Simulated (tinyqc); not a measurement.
Worked calculation: Shockley state of an s-p chain by decimation. Values are carried at full precision from step to step, so a last printed digit may differ when a step is redone from the rounded ones.

Each site has s at -d/2 and p at +d/2: H0 = diag(-d/2, d/2). The block to the next site on the right is H1 = [[-ts, u], [-u, tp]] (rows s, p of site n; columns s, p of site n + 1). Bulk: H(k) = [[-d/2 - 2 ts cos k, 2i u sin k], [-2i u sin k, d/2 + 2 tp cos k]]. The bands are inverted at k = pi if d < 2 (ts + tp).

Values chosen for the exercise: d = 1.42 eV (Ep - Es); ts = 1.23 eV (s-s hopping); tp = 1.18 eV (p-p hopping); u = 0.72 eV (s-p hopping); E = -0.34 eV (energy); eta = 0.02 eV (broadening).

## Bulk bands

Levels and s weight of the lower band at k = j pi/6.

Bands:
```
k/pi   lower (eV)  upper (eV)  s weight, lower
0.000     -3.1700      3.0700            1.000
0.167     -2.9316      2.8450            0.984
0.333     -2.3103      2.2603            0.919
0.500     -1.6055      1.6055            0.721
0.667     -1.3167      1.3667            0.316
0.833     -1.5107      1.5973            0.057
1.000     -1.6500      1.7500            0.000
```

The lower band is s-like at k = 0 and p-like at pi: the bands are inverted, and the gap is a hybridisation gap that can hold a Shockley state.

## First round of decimation

Decimation (Sancho-Rubio) at z = E + i eta: start with es = e = H0, A = H1, B = H1^T. Each round forms g = (z - e)^-1 and sets es += A g B, e += A g B + B g A, A = A g A, B = B g B, doubling the length covered. Stop when all |A| < 1e-10. Surface G = (z - es)^-1, bulk G = (z - e)^-1; densities -Im tr G/pi.

Carry out one round.

g (1/eV):
```
                s                p
s  2.6948-0.1457i           0.0000
p          0.0000  -0.9520-0.0181i
```

es (eV):
```
                s               p
s  2.8735-0.2298i  1.5777-0.1444i
p  1.5777-0.1444i  0.7814-0.1008i
```

e (eV):
```
                s               p
s  6.4569-0.4596i          0.0000
p          0.0000  0.8528-0.2015i
```

A (eV):
```
                s                p
s  4.5705-0.2110i  -3.1954+0.1136i
p  3.1954-0.1136i  -2.7226+0.0503i
```

## Course of the decimation

All rounds.

Rounds:
```
round  sites covered  largest |A| (eV)  surface density (1/eV)
1                  2              4.58                 0.12861
2                  4              5.40                 0.04748
3                  8            0.0480                 0.04551
4                 16          0.000277                 0.04546
5                 32          8.36e-09                 0.04546
6                 64          6.18e-18                 0.04546
```

surface G (1/eV):
```
                 s                p
s  -0.9596-0.0706i   1.2462+0.0648i
p   1.2462+0.0648i  -1.3264-0.0722i
```

densities (1/eV): surface 0.04546, bulk 0.00471

Converged in 6 rounds. E lies inside the bulk gap (-1.316 to 1.362 eV); once |A| is small it falls roughly as its square in each round, up to a factor. The surface density is 10 times the bulk one, owing to the broadened Shockley level, which peaks near 0.02 eV.

## Checks

- Surface G against the Dyson relation G = (z - H0 - H1 G H1^T)^-1: they agree to 1e-10 or better.

(tinyqc, `OMP_NUM_THREADS=1 python tinyqc.py 1480774 1480775 out.jsonl`, Intel(R) Xeon(R) Processor @ 2.30GHz, 1 thread, shared host, about 0.3 s.)
